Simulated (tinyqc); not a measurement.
# Transfer length from front and end resistance

Question. A contact of length d and width W has Rc = (Rsh Lt/W) coth(d/Lt) and Re = (Rsh Lt/W)/sinh(d/Lt), with Rsh the sheet resistance under the metal and Lt = sqrt(rc/Rsh). Find Lt, Rsh and rc.

Inputs (values chosen for the exercise):
```
symbol,value,unit,meaning
d,0.11,um,contact length
W,15,um,contact width
```

Rc = 0.18498836 ohm
Re = 0.091885347 ohm

Solution. Rc/Re = cosh(d/Lt) gives Lt, and Re then gives Rsh.

Lt = 0.08305 um
Rsh = 29.00 ohm/sq
rc = 2.000e-9 ohm cm^2

Numbers from tinyqc (`OMP_NUM_THREADS=1 python tinyqc.py 2760089 2760090 out.jsonl`; about 0.01 s on one thread of a shared Intel Xeon 2.30GHz).
